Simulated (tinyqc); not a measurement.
Charge neutrality of a doped semiconductor with incomplete ionisation. From one set of inputs to another, one input at a time. Computed by tinyqc, a small Python program. Command: `OMP_NUM_THREADS=1 python tinyqc.py 3005991 3005992 out.jsonl dopant ladder`. One thread of a shared host (Intel(R) Xeon(R) Processor @ 2.30GHz), about 0.1 s of CPU time with the checks.

Energies are counted from the top of the valence band; E_D is measured down from the conduction band and E_A up from the valence band.

The inputs printed are set A. Set A is modelled on germanium; the values taken over come from a set modelled on AlN. Inputs not listed in the table keep their values of set A, so the rows need not describe a real material.

Inputs (values chosen for the exercise, modelled on germanium):
```
quantity                             value   unit
gap at 0 K E_g0                       0.75     eV
Varshni alpha                     0.000496   eV/K
Varshni beta                           238      K
electron mass m_e                    0.227    m_0
valleys M_c                              4      -
hole mass m_h                        0.342    m_0
donor density N_D                  1.4e+16  cm^-3
acceptor density N_A               1.1e+16  cm^-3
donor depth E_D                     0.0124     eV
acceptor depth E_A                   0.011     eV
donor degeneracy g_D                     2      -
acceptor degeneracy g_A                  4      -
static dielectric constant eps_s      16.7      -
temperature T                          350      K
iteration cap                           60      -
```

Doping: n-type, compensated. Statistics of the bands: Fermi-Dirac. Solver: Newton steps on the logarithm. Start of Newton steps: intrinsic level E_i.

Constants: m_0 = 9.1093837015e-31 kg; k_B = 1.380649e-23 J/K; h = 6.62607015e-34 J s; k_B = 8.617333262e-05 eV/K.

Method:
- E_g = E_g0 - alpha T^2/(T + beta).
- N_c = 2 M_c (2 pi m_e k_B T/h^2)^(3/2) and N_v = 2 (2 pi m_h k_B T/h^2)^(3/2), masses in units of m_0.
- n_i = sqrt(N_c N_v) exp(-E_g/(2 k_B T)); E_i = E_g/2 + (k_B T/2) ln(N_v/N_c).
- n = N_c F_1/2((E_F - E_g)/k_B T), p = N_v F_1/2(-E_F/k_B T).
- F_1/2(eta) = (2/sqrt(pi)) int_0^infinity sqrt(x)/(1 + exp(x - eta)) dx, by the trapezoid rule in t = sqrt(x) with step 0.02 up to t = 12 (for eta < -12 by exp(eta) - exp(2 eta)/2^(3/2)).
- N_D+ = N_D/(1 + g_D exp((E_F - E_g + E_D)/k_B T)).
- N_A- = N_A/(1 + g_A exp((E_A - E_F)/k_B T)).
- Neutrality: p + N_D+ = n + N_A-; the log ratio is ln[(p + N_D+)/(n + N_A-)].
- Newton steps from the start named, with the slope from a central difference of 1e-6 eV; the function is the log ratio y = ln[(p + N_D+)/(n + N_A-)]; the bracket -0.3 to E_g + 0.3 eV is narrowed by the sign of y at each step, and a step that would leave it is replaced by its midpoint; stop when |log ratio| < 1e-9.

Each row keeps all changes above it; columns: (1) input moved; (2) from; (3) to; (4) majority density n (cm^-3); (5) distance of E_F from the majority band edge (eV); (6) intrinsic density n_i (cm^-3):
```
(1)                               (2)      (3)        (4)     (5)        (6)
set A                               -        -  3.005e+15  0.2541  2.055e+14
donor density N_D (cm^-3)     1.4e+16    2e+19  7.007e+18  0.0148  2.055e+14
gap at 0 K E_g0 (eV)             0.75     6.18  7.007e+18  0.0148  1.654e-25
acceptor density N_A (cm^-3)  1.1e+16  2.4e+17  6.878e+18  0.0154  1.654e-25
acceptor depth E_A (eV)         0.011    0.496  6.878e+18  0.0154  1.654e-25
electron mass m_e (m_0)         0.227    0.329  8.669e+18  0.0267  2.185e-25
donor depth E_D (eV)           0.0124    0.249  1.539e+17  0.1521  2.185e-25
hole mass m_h (m_0)             0.342     2.48  1.539e+17  0.1521  9.653e-25
```

Majority density n goes from 3.00e15 to 1.54e17, a factor 51.2 in all. The largest single move comes from donor density N_D (a factor 2330), and donor depth E_D works against it (a factor 0.0178). Distance of E_F from the majority band edge goes from 0.254 to 0.152, a factor 0.599 in all. The largest single move comes from donor density N_D (a factor 0.0581), and donor depth E_D works against it (a factor 5.70). Intrinsic density n_i goes from 2.05e14 to 9.65e-25, a factor 4.70e-39 in all. The largest single move comes from gap at 0 K E_g0 (a factor 8.05e-40). The single moves hold for this order of the switches; the total does not depend on the order.

Caution (rows donor density N_D, gap at 0 K E_g0, acceptor density N_A, acceptor depth E_A, electron mass m_e): N^(1/3) a is above 0.2 for the radius a = e^2/(8 pi eps_0 eps_s E) of the dopant: near the Mott value, 0.26, the level broadens, and above it the level has merged with the band and all dopants are ionised, so such results of a fixed depth are only formal.

Extremes, crossings and ranges named in words are read from the listed rows.
